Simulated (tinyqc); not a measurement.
Dopants and charged point defects at anneal temperature: Fermi-level effect, clustering and pairing: one step, computed by the program tinyqc. Command: `OMP_NUM_THREADS=1 python tinyqc.py 3015544 3015545 out.jsonl pairing walk`. One thread of a shared host (Intel(R) Xeon(R) Processor @ 2.30GHz), about 0.01 s of CPU time with the checks.

Boltzmann statistics and full ionisation of active dopants. Energies are counted from the valence band; the defect (a vacancy or self-interstitial) has five charge states, with all degeneracy factors one.

Problem. Charged defects. C_0 = N_s exp(S_f/k_B) exp(-H_f/k_B T). Ratios to the neutral state at E_F = E_i: r_+ = exp((E(+/0) - E_i)/k_B T), r_2+ = r_+ exp((E(2+/+) - E_i)/k_B T), r_- = exp((E_i - E(0/-))/k_B T), r_2- = r_- exp((E_i - E(-/2-))/k_B T); at other E_F state q scales as chi^(-q). The enhancement is sum r_q chi^(-q)/sum r_q. The charge on the defects is left out of neutrality.

Inputs (values chosen for the exercise, with bands modelled on GaAs):

| quantity | value | unit |
|---|---|---|
| anneal temperature T | 1010 | K |
| formation enthalpy of the neutral defect H_f | 3.49 | eV |
| formation entropy S_f | 8.7 | k_B |
| site density N_s | 4.5e+22 | cm^-3 |

Dopant: donor. Second part: pairing with a mobile impurity.

defect levels as fractions of E_g(T): (2+/+), (+/0), (0/-), (-/2-): 0.059  0.21  0.43  0.75

E_g = 1.078147 eV

k_B T = 0.08703507 eV

n_i = 2.558049e+16 cm^-3

E_i = 0.6708858 eV

chi = 367.4703

Give: neutral defects C_0; Charge states; all defects, doped; enhancement over intrinsic; mean charge.

Solution.

neutral defects C_0 = 1.040e+09 cm^-3

Charge states:

| state | ratio r | intrinsic (cm^-3) | doped (cm^-3) |
|---|---|---|---|
| 2+ | 5.648e-06 | 5.872e+03 | 4.349e-02 |
| + | 6.055e-03 | 6.295e+06 | 1.713e+04 |
| 0 | 1.000e+00 | 1.040e+09 | 1.040e+09 |
| - | 1.082e+01 | 1.125e+10 | 4.135e+12 |
| 2- | 2.224e+00 | 2.312e+09 | 3.122e+14 |

all defects, doped = 3.163e+14 cm^-3

enhancement over intrinsic = 21653

mean charge = -1.987 e

Doping leaves the neutral state alone and multiplies the total by 21700; the most common state is 2- (in intrinsic material -). Caution: the carrier density exceeds the effective density of states, where Boltzmann statistics understate the shift of E_F and so the density of charged defects (gap narrowing, also left out, works the other way).
